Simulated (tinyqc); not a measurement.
What moves the coefficients: Boltzmann transport in a parabolic band with a power-law relaxation time.

F_j(eta) = (1/Gamma(j + 1)) integral_0^infinity x^j dx/(1 + exp(x - eta)), which tends to exp(eta) for eta << 0.

n = N F_1/2(eta) with N = 2 (m kB T/(4 pi c))^(3/2) with c = hbar^2/2m0, in 1/angstrom^3; times 1e24 for 1/cm^3, m = md.

tau = tau0 x^r with x = E/kT. With K_j = Gamma(j + 1) F_j(eta): <tau> = tau0 (r + 3/2) K_(r+1/2)/((3/2) K_(1/2)); mu = <tau>/(mc m0/e), m0/e = 5.685630e-12 kg/C; Hall factor rH = (3/2) K_(1/2) (2r + 3/2) K_(2r+1/2)/((r + 3/2) K_(r+1/2))^2; Seebeck S = -(kB/e) [(r + 5/2) K_(r+3/2)/((r + 3/2) K_(r+1/2)) - eta]; Lorenz number L = (kB/e)^2 [(r + 7/2) K_(r+5/2)/((r + 3/2) K_(r+1/2)) - ((r + 5/2) K_(r+3/2)/((r + 3/2) K_(r+1/2)))^2]; kB/e in V/K. Valley anisotropy is left out of rH.

Constants: hbar^2/2m0 = 3.80998211 eV angstrom^2; kB = 8.617333262e-05 eV/K.

Inputs chosen for the exercise (masses near those of GaAs; tau0 is set for a mobility of the usual size at this n, kL is a free input; freeze-out and phonon drag, which matter near 77 K, are left out; the results hold for these values, not for the real material):
- md = 0.063 m0 (density-of-states mass)
- mc = 0.0634 m0 (conductivity mass)
- tau0 = 90 fs (tau at E = kT)
- r = 1.5 (exponent of tau)
- T = 200 K
- kL = 6.1 W/(m K) (lattice thermal conductivity)
- n = 8.4e+14 1/cm^3 (electron density)

sigma = e n mu with e = 1.602176634e-19 C; ZT = S^2 sigma T/(kL + L sigma T).

One parameter was then changed.

Results before and after:
```
case     mu (cm^2/(V s))  sigma (S/cm)  S (microvolt/K)       ZT
base           1.128e+04         1.518           -822.9  0.00337
changed        1.128e+04         1.518           -822.9  0.00674
```

Which of these changes was made? (a) n = 1.68e+15 1/cm^3; (b) mc = 0.0824 m0; (c) md = 0.082 m0; (d) kL = 3.05 W/(m K); (e) tau0 = 135 fs; (f) T = 250 K.

Answer: (d) kL = 3.05 W/(m K). Of the candidates, run in turn, only this one gives the changed row.

All candidates:
```
case                 mu (cm^2/(V s))  sigma (S/cm)  S (microvolt/K)       ZT
base                       1.128e+04         1.518           -822.9  0.00337
md = 0.082 m0              1.128e+04         1.518           -857.0  0.00365
mc = 0.0824 m0                  8678         1.168           -822.9  0.00259
n = 1.68e+15 1/cm^3        1.129e+04         3.039           -763.1  0.00580
tau0 = 135 fs              1.692e+04         2.277           -822.9  0.00505
kL = 3.05 W/(m K)          1.128e+04         1.518           -822.9  0.00674
T = 250 K                  1.128e+04         1.518           -851.7  0.00451
```

The row for T keeps tau0 fixed; for phonon scattering tau0 itself falls as T rises.

Program tinyqc; command `OMP_NUM_THREADS=1 python tinyqc.py 1650234 1650235 out.jsonl`; about 0.01 s on one thread of a shared Intel(R) Xeon(R) Processor @ 2.30GHz.
